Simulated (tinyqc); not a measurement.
What moves the results: type-II superlattice in the two-band Kane model. A value that a table varies takes the place of the one given here.

Motion along the axis, period d = a + b, c = hbar^2/2m0. Conduction and light-hole bands couple: (E - Ec)(E - Ev) = Ep c k^2 in each layer, with mass m(E) = (E - Ev)/Ep, which may be negative. The conduction envelope psi and psi'/m(E) are continuous; a layer carries them by [[cos kt, (m/k) sin kt], [-(k/m) sin kt, cos kt]] (cosh and sinh for k^2 < 0), and cos(q d) = tr(M_B M_A)/2. C1 is the first miniband above EvB, with its bottom at tr/2 = +1 and its top at -1; the gap is the bottom of C1 less the top heavy-hole level HH1.

Heavy holes are uncoupled: with e = EvB - E, p = sqrt(mhB e/c), w = sqrt(mhA (EvB - EvA - e)/c), the top level HH1 at q = 0 solves (p/mhB) tan(p b/2) = (w/mhA) tanh(w a/2).

Constants: hbar^2/2m0 = 3.80998211 eV angstrom^2; hc = 1239.841984 eV nm.

Inputs chosen for the exercise (near those of an InAs/GaSb superlattice; the results hold for these values, not for the real material):
- b = 41 angstrom (layer B)
- EcA = 0 eV (conduction edge of A)
- EvA = -0.414 eV (valence edge of A)
- EcB = 0.959 eV (conduction edge of B)
- EvB = 0.152 eV (valence edge of B)
- EpA = 14.3 eV (coupling energy in A)
- EpB = 17.7 eV (coupling energy in B)
- mhA = 0.35 m0 (heavy hole in A)
- mhB = 0.26 m0 (heavy hole in B)
- As = (23, 30, 39, 43, 55, 62, 77) angstrom (widths of layer A)
- a = 37 angstrom (layer A)

## Width of layer A

Bottom of C1 (tr/2 = +1, above EvB), HH1, the gap and hc/gap; widths at which C1 no longer starts above EvB are left out.

Results:

| a (angstrom) | C1 (eV) | HH1 (eV) | gap (meV) | cut-off (micrometre) |
|---|---|---|---|---|
| 23 | 0.4550 | 0.1005 | 354.4 | 3.50 |
| 30 | 0.3676 | 0.1003 | 267.2 | 4.64 |
| 39 | 0.2872 | 0.1003 | 187.0 | 6.63 |
| 43 | 0.2596 | 0.1003 | 159.4 | 7.78 |
| 55 | 0.1967 | 0.1003 | 96.5 | 12.85 |
| 62 | 0.1699 | 0.1003 | 69.6 | 17.81 |

From a = 23 to 62 angstrom C1 falls by 285 meV while HH1 moves by -0.3 meV, so layer A tunes the gap, from 354 to 70 meV. The cut-off shifts by 0.163 micrometre per angstrom at the thin end and 0.708 at the thick end: long wavelengths need tight control of the thickness.

## One band or two

Bottom of C1. One band: (k/mA) tan(k a/2) = (kappa/mB) tanh(kappa b/2) with the edge masses (Ec - Ev)/Ep and barrier EcB - EcA. Second row: mA replaced by m(E). The last column is measured against two bands.

Results:

| model | C1 (eV) | gap (meV) | error (meV) |
|---|---|---|---|
| one band, edge masses | 0.2852 | 185.0 | -17.4 |
| m(E) in A only | 0.2493 | 149.1 | -53.3 |
| two bands | 0.3027 | 202.4 | 0.0 |

mA = 0.0290 m0
mB = 0.0456 m0

With edge masses C1 errs by -17 meV, 9 % of the gap. The heavier m(E) in A changes it by -36 meV; the treatment of B changes it by +53 meV, since C1 lies 151 meV above the valence edge of B, where its mass is 0.0085 instead of 0.0456.

## What each parameter does

Bottom and width of C1, HH1 and the gap. Each row changes one parameter from the base and keeps the others.

Results:

| case | C1 (eV) | width (meV) | HH1 (eV) | gap (meV) |
|---|---|---|---|---|
| base | 0.3027 | 56.7 | 0.1003 | 202.4 |
| a = 34 angstrom | 0.3282 | 60.5 | 0.1003 | 228.0 |
| b = 44 angstrom | 0.3069 | 49.8 | 0.1057 | 201.3 |
| EvB = 0.132 eV | 0.3008 | 53.9 | 0.0807 | 220.1 |
| EcB = 1.009 eV | 0.3083 | 52.1 | 0.1003 | 208.0 |
| EvA = -0.444 eV | 0.2984 | 55.6 | 0.0997 | 198.7 |
| EpA = 15.4 eV | 0.3102 | 59.5 | 0.1003 | 209.9 |
| mhB = 0.3 m0 | 0.3027 | 56.7 | 0.1044 | 198.2 |

The largest shifts from the base row, up to three for each result and ties (the steps differ in size, so this ranks the rows, not the parameters). C1 (eV): a +0.0256, EpA +0.0075, EcB +0.0056; unchanged at the printed digits by mhB. width (meV): b -6.9, EcB -4.7, a +3.8; unchanged at the printed digits by mhB. HH1 (eV): EvB -0.0196, b +0.0054, mhB +0.0042; unchanged at the printed digits by a, EcB and EpA. gap (meV): a +25.6, EvB +17.7, EpA +7.5.

(tinyqc, `OMP_NUM_THREADS=1 python tinyqc.py 1282739 1282740 out.jsonl`, Intel(R) Xeon(R) Processor @ 2.30GHz, 1 thread, shared host, about 0.03 s.)
